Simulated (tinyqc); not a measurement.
Convergence with the plane-wave basis: k.p theory built from an empirical-pseudopotential calculation at Gamma.

Empirical pseudopotential on the fcc lattice, atoms at +/- tau, tau = a (1,1,1)/8, no spin-orbit coupling. H(G,G') = c (2 pi/a)^2 |k + G|^2 delta + VS(q) cos(q.tau) + i VA(q) sin(q.tau), q = G - G', c = hbar^2/2m0; k and G in units of 2 pi/a; VS at |q|^2 = 3, 8, 11 and VA at 3, 4, 11, in rydberg, zero elsewhere. The basis holds all G with |G|^2 up to a cut-off. Energies are counted from the fourth level at Gamma.

For a multiplet A of d_A states, W(B) = (4 c/(3 d_A)) sum over n in A, m in B and i = x, y, z of |<n|G_i|m>|^2 (G in 1/angstrom, <n|G_i|m> = sum_G c_n(G)* G_i c_m(G)); the mean inverse mass of A is 1 + sum_B W(B)/(E_A - E_B). Multiplets with W = 0 are left out.

Valence parameters: D(u) = c + 4 c^2 sum_m <n|u.G|m><m|u.G|n'>/(0 - E_m) on the valence triplet, in units of c, has eigenvalues L, M, M along [100] and (L + 2M + 2N)/3, (L + 2M - N)/3 twice along [111]; g1 = -(L + 2M)/3, g2 = -(L - M)/6, g3 = -N/6.

Constants: hbar^2/2m0 = 3.80998211 eV angstrom^2; Ry = 13.60569312 eV.

Parameters, chosen for this exercise (out of a larger set: near those of InAs; not measured data): a = 6.046 angstrom (lattice constant); VS = (-0.22, -0, 0.05) Ry (symmetric form factors); VA = (0.081, 0.051, 0.031) Ry (antisymmetric form factors).

E_s is the lowest empty singlet, Ep its W to the valence triplet, m its mass.

Results:
```
cut-off  plane waves  E_s (eV)  Ep (eV)  m (m0)     g1    g2    g3
8                 27     0.483    14.20  0.0330  11.04  4.59  5.20
11                51     0.419    14.57  0.0280  12.78  5.59  6.03
12                59     0.452    14.55  0.0302  11.96  5.13  5.62
16                65     0.441    14.60  0.0294  12.27  5.28  5.77
19                89     0.443    14.60  0.0295  12.21  5.25  5.74
20               113     0.462    14.58  0.0308  11.76  5.02  5.51
24               137     0.465    14.59  0.0309  11.71  4.99  5.49
```

Against the last row, E_s errs most, by -0.046 eV, at cut-off 11, and by -0.002 eV in the last row but one. Ep varies by 2.8 % over the table and m by 16.1 %: the mass, near E_s/Ep, inherits the errors of both. Local form factors fix the converged values only roughly. The gap is a difference of two levels, so it need not converge steadily, and here it does not.

(tinyqc, `OMP_NUM_THREADS=1 python tinyqc.py 1081466 1081467 out.jsonl`, Intel(R) Xeon(R) Processor @ 2.30GHz, 1 thread, shared host, about 0.3 s.)
